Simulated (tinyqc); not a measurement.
Zigzag graphene nanoribbon in tight binding: one step. The chain at this k. Two cases, with inputs chosen for the exercise.

Question. Form the k-dependent bond and the matrix.

A zigzag ribbon of N chains, sites A1, B1, A2, ..., BN across it. For each k it is a chain with bonds -2t cos(k/2) (A_n to B_n) and -t (B_n to A_(n+1)), and +D, -D on A and B. A1 and BN are the edge sites; the Dirac points project to k = 2 pi/3.

Give: 2 cos(k/2); H(k).

Case 1.

Values chosen (near those used for graphene; the results hold for these values, not for the real material): t = 2.61 eV (hopping); N = 3 (zigzag chains); D = 0.47 eV (sublattice potential, +D on A and -D on B); k = 2.74 (k times the period sqrt3 acc).

Answer.

2 cos(k/2) = 0.39890

H(k) (eV), lower triangle:
```
         A1       B1       A2       B2       A3       B3
A1   0.4700
B1  -1.0411  -0.4700
A2        0  -2.6100   0.4700
B2        0        0  -1.0411  -0.4700
A3        0        0        0  -2.6100   0.4700
B3        0        0        0        0  -1.0411  -0.4700
```

An edge state of the finite ribbon needs 2 cos(k/2) < N/(N + 1) = 0.7500: it exists here.

Case 2.

Values chosen (near those used for graphene; the results hold for these values, not for the real material): t = 2.72 eV (hopping); N = 4 (zigzag chains); D = 0.06 eV (sublattice potential, +D on A and -D on B); k = 2.39 (k times the period sqrt3 acc).

Answer.

2 cos(k/2) = 0.73403

H(k) (eV), lower triangle:
```
         A1       B1       A2       B2       A3       B3       A4       B4
A1   0.0600
B1  -1.9966  -0.0600
A2        0  -2.7200   0.0600
B2        0        0  -1.9966  -0.0600
A3        0        0        0  -2.7200   0.0600
B3        0        0        0        0  -1.9966  -0.0600
A4        0        0        0        0        0  -2.7200   0.0600
B4        0        0        0        0        0        0  -1.9966  -0.0600
```

An edge state of the finite ribbon needs 2 cos(k/2) < N/(N + 1) = 0.8000: it exists here.

Computed by tinyqc, one run a case: `OMP_NUM_THREADS=1 python tinyqc.py N N+1 out.jsonl` with N = 1450091, 1450780; one thread of a shared Intel(R) Xeon(R) Processor @ 2.30GHz, about 0.01 s a run at most.
